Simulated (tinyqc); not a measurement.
## MOSFET in the linear regime without short-channel effects, parameter extraction from computed curves: extraction methods against the temperature

Inversion charge Q = Cox n Vt W0(exp((Vg - VT)/(n Vt))), W0 the Lambert function and n = nf; u = Q/Cox; mobility mu = mu0/(1 + th1 u + th2 u^2); channel resistance Rch = (L - dL)/(W mu Q); Id = Vd/(Rch + Rsd/W). Cox = eps0 eox/tox. Small Vd, no channel-length or drain effects.

From the continuous curve Id(Vg): tangent at peak gm (V_ext = Vg - Id/gm); constant current Id = 0.1 uA W/L; peak of d2Id/dVg2; Y = Id/sqrt(gm) drawn through Vg = VT + 0.6 and VT + 0.8 V, with intercept VT_Y and slope s. Mobilities gm,max L/(W Cox Vd) and s^2 L/(W Cox Vd) with the drawn L. Last column: share of Rsd/W in the total resistance at VT + 0.8 V.

Inputs (values chosen for the exercise); channel values of the order met in silicon transistors: relative permittivity of the gate insulator (close to silicon dioxide) eox = 3.9; insulator thickness tox = 2 nm; low-field mobility mu0 = 140 cm^2/(V s); first mobility attenuation factor th1 = 0.19 1/V; second mobility attenuation factor th2 = 0.27 1/V^2; threshold voltage VT = 0.23 V; body factor nf = 1.46; gate width W = 1 um; drawn gate length L = 0.15 um; drawn less effective length dL = 0.011 um; source plus drain resistance Rsd = 460 ohm um; drain voltage Vd = 0.01 V.

Constants: q = 1.602176634e-19 C, kB = 1.380649e-23 J/K, Vt = kB T/q, eps0 = 8.8541878128e-14 F/cm where lengths are in cm. Results are converted to the units shown.

Result of one run:

| V_ext (V) | constant current (V) | second derivative (V) | VT_Y (V) | mobility from gm (cm^2/(V s)) | mobility from Y (cm^2/(V s)) | series share (%) |
|---|---|---|---|---|---|---|
| 0.216 | 0.272 | 0.214 | 0.339 | 90.8 | 183 | 30.5 |

Which temperature T gave this result: 220, 300, 370 or 450 K?

T = 300 K.

The whole series:

| T (K) | V_ext (V) | constant current (V) | second derivative (V) | VT_Y (V) | mobility from gm (cm^2/(V s)) | mobility from Y (cm^2/(V s)) | series share (%) |
|---|---|---|---|---|---|---|---|
| 77 | 0.234 | 0.284 | 0.228 | 0.334 | 116 | 215 | 31.8 |
| 110 | 0.233 | 0.285 | 0.226 | 0.337 | 110 | 209 | 31.6 |
| 150 | 0.230 | 0.284 | 0.224 | 0.339 | 105 | 203 | 31.3 |
| 220 | 0.225 | 0.280 | 0.220 | 0.340 | 97.3 | 193 | 30.9 |
| 300 | 0.216 | 0.272 | 0.214 | 0.339 | 90.8 | 183 | 30.5 |
| 370 | 0.207 | 0.263 | 0.209 | 0.337 | 86.2 | 175 | 30.2 |
| 450 | 0.195 | 0.250 | 0.202 | 0.332 | 81.8 | 167 | 29.8 |

The model has VT = 0.23 V and mu0 = 140 cm^2/(V s). Over the table the extracted thresholds move by 39 mV (tangent), 35 mV (constant current), 25 mV (second derivative), 8.2 mV (Y function). The mobility from gm falls from 116 to 81.8 and that from Y falls from 215 to 167 cm^2/(V s).

Program tinyqc, `OMP_NUM_THREADS=1 python tinyqc.py 2210103 2210104 out.jsonl`; Intel Xeon 2.30GHz, shared host, one thread, about 0.01 s.
